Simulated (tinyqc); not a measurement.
Cyclotron resonance of ellipsoidal valleys, Ge type: one step. The same from the mass tensor. Three cases, with inputs chosen for the exercise.

Problem. For the valley along [11-1]: M = mt 1 + (ml - mt) a a^T, and mc^2 = det M/(b M b).

Valleys along [111], [-111], [1-11], [11-1], mass ml along the axis and mt across it. B lies in the (1-10) plane, b = (sin(theta)/sqrt2, sin(theta)/sqrt2, cos(theta)). For the angle phi between B and the axis, 1/mc^2 = cos^2(phi)/mt^2 + sin^2(phi)/(mt ml). Resonance: h nu = 2 muB B/mc, h = 2 pi hbar.

Give: M; det M; b M b; mc.

Case 1.

Values chosen (out of a larger set: near those of Ge; not measured data): ml = 1.602 m0 (longitudinal mass); mt = 0.078 m0 (transverse mass).

b: 0.098410  0.098410  0.990268

Solution.

M (m0):
```
         x        y        z
x   0.5860   0.5080  -0.5080
y   0.5080   0.5860  -0.5080
z  -0.5080  -0.5080   0.5860
```

det M = 0.0097466
b M b = 0.3978
mc = 0.1565 m0

Case 2.

Values chosen (out of a larger set: near those of Ge; not measured data): ml = 1.662 m0 (longitudinal mass); mt = 0.086 m0 (transverse mass).

b: 0.444997  0.444997  0.777146

Solution.

M (m0):
```
         x        y        z
x   0.6113   0.5253  -0.5253
y   0.5253   0.6113  -0.5253
z  -0.5253  -0.5253   0.6113
```

det M = 0.012292
b M b = 0.0927
mc = 0.3642 m0

Case 3.

Values chosen (out of a larger set: near those of Ge; not measured data): ml = 1.558 m0 (longitudinal mass); mt = 0.081 m0 (transverse mass).

b: 0.276289  0.276289  0.920505

Solution.

M (m0):
```
         x        y        z
x   0.5733   0.4923  -0.4923
y   0.4923   0.5733  -0.4923
z  -0.4923  -0.4923   0.5733
```

det M = 0.010222
b M b = 0.1476
mc = 0.2631 m0

Computed by tinyqc, one run a case: `OMP_NUM_THREADS=1 python tinyqc.py N N+1 out.jsonl` with N = 1251796, 1252202, 1252432; one thread of a shared Intel(R) Xeon(R) Processor @ 2.30GHz, about 0.01 s a run at most.
